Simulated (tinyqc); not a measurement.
On-chip interconnect, size-dependent resistivity and RC delay: two steps of the calculation.

A rectangular line between two neighbours and two ground planes. Surface and grain-boundary scattering are added to the bulk resistivity as corrections; capacitances are parallel-plate values without fringing; inductance is ignored.

Values chosen for this exercise; metal values close to those of copper: bulk resistivity rho0 = 1.65 uohm cm; bulk mean free path lam = 38.9 nm; specular share of surface scattering ps = 0; reflection coefficient of grain boundaries Rg = 0.3; grain size over the metal width gr = 2; drawn line width wd = 120 nm; aspect ratio, height over width AR = 1.4; liner on both walls and the bottom, not conducting tl = 1.5 nm; space to the neighbouring lines sp = 120 nm; dielectric height to the planes above and below hd = 240 nm; relative permittivity of the dielectric ek = 3.9; Miller factor of the neighbours Mf = 1; driver resistance Rd = 1000 ohm; time step dt = 4.5 ps.

Constants: eps0 = 8.8541878128e-12 F/m. Results are converted to the units shown.

Problem 1. Resistivity, resistance and capacitance per length. Metal width x = wd - 2 tl, height y = AR wd - tl; grain boundaries (Mayadas-Shatzkes): al = (lam/(gr x)) Rg/(1 - Rg), g = 1/[1 - 3 al/2 + 3 al^2 - 3 al^3 ln(1 + 1/al)] - 1; surfaces (Fuchs-Sondheimer, thick limit): s = (3/8) lam (1 - ps)(1/x + 1/y); rho = rho0 (1 + g + s); r = rho/(x y); c = eps0 ek (2 wd/hd + 2 Mf AR wd/sp).

Give: x; y; al; g; s; rho; r; c.

Solution 1.

x = 117.00 nm
y = 166.50 nm
al = 0.071245
g = 0.10446
s = 0.21229
rho = 2.1726 uohm cm
r = 1.1153 ohm/um
c = 0.13122 fF/um

Problem 2. Node voltages after a time step. A 1 V step is applied behind Rd at t = 0. C dv/dt = -G v + b, with G the conductance matrix of the ladder (1/Rs between neighbours, 1/Rd added at node 0) and b = (1 V/Rd, 0, ...). Trapezoidal step: (C/dt + G/2) v(new) = (C/dt - G/2) v + b.

Rs = 31.599912 ohm

```
node     C (fF)  v at t = 1 dt (V)
0     1.8589367         0.26179399
1     3.7178735         0.21370166
2     3.7178735         0.17676783
3     3.7178735         0.14906400
4     3.7178735         0.12914358
5     3.7178735         0.11596644
6     4.6589367         0.10884453
```

Wanted: v at t = 2 dt.

Solution 2.

v at t = 2 dt, node 0 to 6 (V): 0.29475  0.29809  0.29467  0.28819  0.28118  0.27537  0.27183

Program tinyqc, `OMP_NUM_THREADS=1 python tinyqc.py 2100048 2100049 out.jsonl`; Intel Xeon 2.30GHz, shared host, one thread, about 0.01 s.
